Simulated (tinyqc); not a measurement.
# Heated strip on a layer stack, thermal resistances with spreading: what changes with what

A long strip of width ws dissipates Pw per length on three layers over a heat sink. Heat is taken to spread at 45 degrees, so the width of the flow grows by twice the depth: w1 = ws + 2 t1, w2 = w1 + 2 t2, w3 = w2 + 2 t3 at the bottoms of the layers. This is a rule of thumb, not a solution of the heat equation.

Inputs (values chosen for the exercise); conductivities close to those of gallium arsenide (layer 1), gallium arsenide (layer 2) and solder (layer 3):
```
symbol,value,unit,meaning
T0,323,K,heat-sink temperature
ws,1.6,um,width of the heated strip
Pw,0.45,W/mm,power per length of the strip
t1,1.2,um,thickness of layer 1
k1,52.3,W/(m K),conductivity of layer 1
Rb,48,m^2 K/GW,boundary resistance between layers 1 and 2
t2,200,um,thickness of layer 2
k2,45.7,W/(m K),conductivity of layer 2 at 300 K
p,1.3,,exponent in k2(T) = k2 (300 K/T)^p
t3,10,um,thickness of layer 3
k3,54.9,W/(m K),conductivity of layer 3
```

Each table varies one quantity; the others keep the values above.

## Effect of the width of the heated strip

Resistances times length: layer i, ln(w_i/w_(i-1))/(2 k_i) with w0 = ws; boundary, Rb/w1. From the sink upward: Ta = T0 + Pw R3; across layer 2 the Kirchhoff transform gives Tb^(1-p) = Ta^(1-p) + (1 - p)(300 K)^(-p) Pw R2; Tc = Tb + Pw Rboundary; Tj = Tc + Pw R1. The share is that of R1 + Rboundary in the sum of the four resistances.

Effect of the width of the heated strip:

| ws (um) | sum of resistances (K mm/W) | share of layer 1 and boundary (%) | Tj - T0 (K) | (Tj - T0)/Pw (K mm/W) |
|---|---|---|---|---|
| 0.3 | 93.98 | 41.27 | 46.35 | 103.0 |
| 0.62 | 85.01 | 36.50 | 42.19 | 93.75 |
| 1.3 | 74.75 | 30.73 | 37.35 | 82.99 |
| 2.7 | 63.80 | 24.28 | 32.08 | 71.28 |
| 5.6 | 52.86 | 17.80 | 26.70 | 59.34 |
| 12 | 42.26 | 12.01 | 21.39 | 47.53 |
| 24 | 33.58 | 8.127 | 16.97 | 37.72 |
| 50 | 25.34 | 5.383 | 12.76 | 28.36 |

Read the table: what changes, and by how much?

As ws goes from 0.3 to 50 um, Tj - T0 falls from 46.3 to 12.8 K, on average as ws^(-0.25), and the share of layer 1 and the boundary falls from 41.3 to 5.38 %.

## Effect of the conductivity of layer 2 at 300 K

Same model as above.

Effect of the conductivity of layer 2 at 300 K:

| k2 (W/(m K)) | sum of resistances (K mm/W) | share of layer 1 and boundary (%) | Tj - T0 (K) | (Tj - T0)/Pw (K mm/W) |
|---|---|---|---|---|
| 30 | 98.12 | 21.16 | 50.79 | 112.9 |
| 50 | 67.35 | 30.82 | 33.51 | 74.47 |
| 100 | 44.28 | 46.89 | 21.25 | 47.22 |
| 150 | 36.58 | 56.75 | 17.28 | 38.41 |
| 250 | 30.43 | 68.22 | 14.16 | 31.46 |
| 400 | 26.97 | 76.98 | 12.42 | 27.59 |
| 1000 | 23.51 | 88.31 | 10.69 | 23.75 |
| 2000 | 22.35 | 92.87 | 10.11 | 22.47 |

As k2 goes from 30 to 2000 W/(m K), Tj - T0 falls from 50.8 to 10.1 K, on average as k2^(-0.38), and the share of layer 1 and the boundary rises from 21.2 to 92.9 %.

## Effect of the thickness of layer 1

Same model as above.

Result of one run:

| t1 (um) | sum of resistances (K mm/W) | share of layer 1 and boundary (%) | Tj - T0 (K) | (Tj - T0)/Pw (K mm/W) |
|---|---|---|---|---|
| 0.39 | 80.54 | 29.76 | 40.44 | 89.87 |

What becomes of these results when the thickness of layer 1 t1 is changed from 0.39 to 4 um, all else the same?

Result of the changed run:

| t1 (um) | sum of resistances (K mm/W) | share of layer 1 and boundary (%) | Tj - T0 (K) | (Tj - T0)/Pw (K mm/W) |
|---|---|---|---|---|
| 4 | 63.63 | 34.78 | 31.37 | 69.72 |

The whole series:

| t1 (um) | sum of resistances (K mm/W) | share of layer 1 and boundary (%) | Tj - T0 (K) | (Tj - T0)/Pw (K mm/W) |
|---|---|---|---|---|
| 0.12 | 86.80 | 31.59 | 43.56 | 96.79 |
| 0.22 | 84.10 | 30.74 | 42.22 | 93.83 |
| 0.39 | 80.54 | 29.76 | 40.44 | 89.87 |
| 0.69 | 76.18 | 28.95 | 38.23 | 84.95 |
| 1.2 | 71.69 | 28.96 | 35.89 | 79.75 |
| 2.2 | 67.19 | 30.72 | 33.44 | 74.30 |
| 4 | 63.63 | 34.78 | 31.37 | 69.72 |
| 7.2 | 61.09 | 40.95 | 29.77 | 66.15 |

As t1 goes from 0.12 to 7.2 um, Tj - T0 falls from 43.6 to 29.8 K, on average as t1^(-0.09), and the share of layer 1 and the boundary goes from 31.6 through a minimum of 28.9 (at t1 = 0.69 um among the rows listed) to 40.9 %. At t1 = 0.12 um a length is under 0.2 um, where phonon mean free paths in a crystal make Fourier conduction rough.

Program tinyqc, `OMP_NUM_THREADS=1 python tinyqc.py 2520022 2520023 out.jsonl`; Intel Xeon 2.30GHz, shared host, one thread, about 0.01 s.
